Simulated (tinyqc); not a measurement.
Worked calculation: empirical pseudopotential in a few plane waves. One step of it, computed by the program tinyqc.

Task: Bloch Hamiltonian at k. Basis: the 15 shortest G (labels in 2 pi/a), the same at every k. H(G,G') = c |k + G|^2 delta + VS(|G-G'|^2) cos((G-G').tau) + i VA sin((G-G').tau), tau = a/8 (1,1,1); 1 Ry = 13.605693 eV.

Parameters chosen for this model: fcc lattice, atoms at +/- a/8 (1,1,1); form factors in rydberg at |G|^2 in units of (2 pi/a)^2:
```
parameter                 value      unit
a                      5.800000  angstrom
VS(3)                 -0.253000        Ry
VS(8)                 -0.005000        Ry
VS(11)                 0.072000        Ry
VA(3)                  0.061000        Ry
VA(4)                  0.048000        Ry
VA(11)                 0.033000        Ry
hbar^2/2m (2 pi/a)^2   4.471227        eV
```

k point k (2 pi / a): [-0.210000, 0.130000, 0.550000]

Give: H(k) at k.

Result:

H(k) at k (eV), order +0+0+0, -1-1-1, -1-1+1, -1+1-1, -1+1+1, +1-1-1, +1-1+1, +1+1-1, +1+1+1, -2+0+0, +0-2+0, +0+0-2, +0+0+2, +0+2+0, +2+0+0:
```
[[1.625, 2.434+0.587i, -2.434+0.587i, -2.434+0.587i, -2.434-0.587i, -2.434+0.587i, -2.434-0.587i, -2.434-0.587i, 2.434-0.587i, 0.000+0.653i, 0.000+0.653i, 0.000+0.653i, 0.000-0.653i, 0.000-0.653i, 0.000-0.653i],
 [2.434-0.587i, 10.836, 0.000-0.653i, 0.000-0.653i, 0.068, 0.000-0.653i, 0.068, 0.068, 0.000, -2.434-0.587i, -2.434-0.587i, -2.434-0.587i, -0.693+0.317i, -0.693+0.317i, -0.693+0.317i],
 [-2.434-0.587i, 0.000+0.653i, 20.673, -0.068, 0.000-0.653i, -0.068, 0.000-0.653i, 0.000, 0.068, -2.434+0.587i, -2.434+0.587i, 0.693+0.317i, 2.434-0.587i, -0.693-0.317i, -0.693-0.317i],
 [-2.434-0.587i, 0.000+0.653i, -0.068, 13.161, 0.000-0.653i, -0.068, 0.000, 0.000-0.653i, 0.068, -2.434+0.587i, 0.693+0.317i, -2.434+0.587i, -0.693-0.317i, 2.434-0.587i, -0.693-0.317i],
 [-2.434+0.587i, 0.068, 0.000+0.653i, 0.000+0.653i, 22.998, 0.000, -0.068, -0.068, 0.000-0.653i, 2.434+0.587i, -0.693+0.317i, -0.693+0.317i, -2.434-0.587i, -2.434-0.587i, 0.693-0.317i],
 [-2.434-0.587i, 0.000+0.653i, -0.068, -0.068, 0.000, 7.080, 0.000-0.653i, 0.000-0.653i, 0.068, 0.693+0.317i, -2.434+0.587i, -2.434+0.587i, -0.693-0.317i, -0.693-0.317i, 2.434-0.587i],
 [-2.434+0.587i, 0.068, 0.000+0.653i, 0.000, -0.068, 0.000+0.653i, 16.917, -0.068, 0.000-0.653i, -0.693+0.317i, 2.434+0.587i, -0.693+0.317i, -2.434-0.587i, 0.693-0.317i, -2.434-0.587i],
 [-2.434+0.587i, 0.068, 0.000, 0.000+0.653i, -0.068, 0.000+0.653i, -0.068, 9.405, 0.000-0.653i, -0.693+0.317i, -0.693+0.317i, 2.434+0.587i, 0.693-0.317i, -2.434-0.587i, -2.434-0.587i],
 [2.434+0.587i, 0.000, 0.068, 0.068, 0.000+0.653i, 0.068, 0.000+0.653i, 0.000+0.653i, 19.242, -0.693-0.317i, -0.693-0.317i, -0.693-0.317i, -2.434+0.587i, -2.434+0.587i, -2.434+0.587i],
 [0.000-0.653i, -2.434+0.587i, -2.434-0.587i, -2.434-0.587i, 2.434-0.587i, 0.693-0.317i, -0.693-0.317i, -0.693-0.317i, -0.693+0.317i, 23.266, -0.068, -0.068, 0.068, 0.068, 0.000],
 [0.000-0.653i, -2.434+0.587i, -2.434-0.587i, 0.693-0.317i, -0.693-0.317i, -2.434-0.587i, 2.434-0.587i, -0.693-0.317i, -0.693+0.317i, -0.068, 17.185, -0.068, 0.068, 0.000, 0.068],
 [0.000-0.653i, -2.434+0.587i, 0.693-0.317i, -2.434-0.587i, -0.693-0.317i, -2.434-0.587i, -0.693-0.317i, 2.434-0.587i, -0.693+0.317i, -0.068, -0.068, 9.673, 0.000, 0.068, 0.068],
 [0.000+0.653i, -0.693-0.317i, 2.434+0.587i, -0.693+0.317i, -2.434+0.587i, -0.693+0.317i, -2.434+0.587i, 0.693+0.317i, -2.434-0.587i, 0.068, 0.068, 0.000, 29.347, -0.068, -0.068],
 [0.000+0.653i, -0.693-0.317i, -0.693+0.317i, 2.434+0.587i, -2.434+0.587i, -0.693+0.317i, 0.693+0.317i, -2.434+0.587i, -2.434-0.587i, 0.068, 0.000, 0.068, -0.068, 21.835, -0.068],
 [0.000+0.653i, -0.693-0.317i, -0.693+0.317i, -0.693+0.317i, 0.693+0.317i, 2.434+0.587i, -2.434+0.587i, -2.434+0.587i, -2.434-0.587i, 0.000, 0.068, 0.068, -0.068, -0.068, 15.754]]
```
